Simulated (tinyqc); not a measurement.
Drifting, spreading and decaying minority pulse (Haynes-Shockley), Crank-Nicolson time steps: two steps of the calculation.

Low injection in a uniform field: dn/dt = D d2n/dx2 - v dn/dx - n/tau with D = mu Vt and v = mu F towards +x. Exact solution on an infinite bar for a Gaussian start at x0: n = N0 exp(-t/tau) exp(-(x - x0 - v t)^2/(2 s^2))/sqrt(2 pi s^2), s^2 = s0^2 + 2 D t.

Inputs (values chosen for the exercise); mobility close to that of germanium at room temperature:
- T = 350 K (temperature)
- mu = 1910 cm^2/(V s) (minority-carrier mobility)
- F = 41 V/cm (sweep field along the drift)
- hx = 8.3 um (mesh step)
- tau = 2e-7 s (lifetime)
- dt = 6.5e-9 s (time step)

Constants: q = 1.602176634e-19 C, kB = 1.380649e-23 J/K, Vt = kB T/q. Results are converted to the units shown.

Question 1. Coefficients of the scheme. Exponentially fitted fluxes: d = F hx/Vt, B(d) = d/(exp(d) - 1), k = D dt/hx^2; (L n)_i = a n_(i-1) + b n_i + c n_(i+1) with a = k B(-d), c = k B(d), b = -a - c - dt/tau. Explicit steps keep n positive for dt up to 1/[(D/hx^2)(B(d) + B(-d)) + 1/tau].

Find: D; v; d; a; b; c; positivity limit of dt.

Answer 1.

D = 57.61 cm^2/s
v = 7.831e4 cm/s
d = 1.128
a = 0.9067
b = -1.233
c = 0.2934
positivity limit of dt = 5.274e-9 s

Question 2. Densities after a time step. (L n)_i = a n_(i-1) + b n_i + c n_(i+1), n = 0 beyond the ends. Crank-Nicolson step: solve n(new) - L n(new)/2 = n + L n/2.

a = 0.90665033
b = -1.2325296
c = 0.29337925
n at t = 2 dt, node 1 to 12 (in units of 1e14 cm^-3): 0.0640342  0.2411063  0.5929222  1.0308886  1.2771074  1.1256849  0.7134488  0.3460799  0.1420660  0.0531696  0.0188204  0.0062164

Find: n at t = 3 dt.

Answer 2.

n at t = 3 dt, node 1 to 12 (in units of 1e14 cm^-3): 0.0536  0.1822  0.4198  0.7351  0.9958  1.0477  0.8616  0.5647  0.3073  0.1461  0.0631  0.0245

tinyqc, about 0.01 s, one thread, Intel Xeon 2.30GHz (shared host): `OMP_NUM_THREADS=1 python tinyqc.py 2310045 2310046 out.jsonl`
